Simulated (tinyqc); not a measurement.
Worked calculation: Hubbard ring of 6 sites. One step of it, computed by the program tinyqc.

Task: Mean-field iteration 3. H(up) = T + U n(down), H(down) = T + U n(up); fill the lowest levels; n(new) = n + mixing (n(out) - n); E = tr T (rho up + rho down) + U sum n_up n_down of the output.

one-body matrix (hopping and site energies) (eV), lower triangle:
```
           1          2          3          4          5         6
1   0.080000
2  -1.160000  -0.870000
3   0.000000  -1.160000  -0.210000
4   0.000000   0.000000  -1.160000   0.140000
5   0.000000   0.000000   0.000000  -1.160000  -0.930000
6  -1.160000   0.000000   0.000000   0.000000  -1.160000  0.490000
```

U = 4.800000 eV

electrons, up and down: 4  3

mixing = 0.200000

n(up) after iteration 2: 1 0.711722, 2 0.718347, 3 0.706442, 4 0.552479, 5 0.774594, 6 0.537696

n(down) after iteration 2: 1 0.426062, 2 0.587197, 3 0.443171, 4 0.537030, 5 0.489321, 6 0.517218

Give: levels, up; levels, down; energy; n(up) after iteration 3; n(down) after iteration 3.

Result:

levels, up (eV): -0.2067  0.6998  1.2049  3.1597  3.6542  4.5881

levels, down (eV): 0.6339  1.6517  1.9632  4.0156  4.2997  5.3420

energy = -0.4357 eV

n(up) after iteration 3: 1 0.7099, 2 0.7526, 3 0.7027, 4 0.5310, 5 0.7937, 6 0.5112

n(down) after iteration 3: 1 0.4177, 2 0.5912, 3 0.4404, 4 0.5410, 5 0.4930, 6 0.5167
